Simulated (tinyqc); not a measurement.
Doping and flat-band voltage from the body effect.

Problem. VT = Vfb + 2 phiF + gamma sqrt(2 phiF + Vsb), phiF = Vt ln(Na/ni), gamma = sqrt(2 q eps0 eps_r Na)/Cox, Cox = eps0 eox/tox. Find Na, gamma and Vfb from two thresholds.

Values chosen for this exercise; material values close to those of silicon: temperature T = 250 K; relative permittivity of the semiconductor eps_r = 11.6; relative permittivity of the gate insulator eox = 23.9; insulator thickness tox = 80 nm.

Constants: q = 1.602176634e-19 C, kB = 1.380649e-23 J/K, Vt = kB T/q, eps0 = 8.8541878128e-14 F/cm where lengths are in cm. Results are converted to the units shown.

VT at Vsb = 0 and 0.5 V (V): [1.7787993, 2.1427253]
ni = 6.6982160e7 cm^-3

Solution. The difference of the thresholds, gamma [sqrt(2 phiF + Vsb) - sqrt(2 phiF)], holds no Vfb and rises with Na, so it has one root; Vfb then follows from the first threshold.

Na = 5.50e17 cm^-3
gamma = 1.61 V^0.5
Vfb = -0.800 V

Numbers from tinyqc (`OMP_NUM_THREADS=1 python tinyqc.py 2360030 2360031 out.jsonl`; about 0.05 s on one thread of a shared Intel Xeon 2.30GHz).
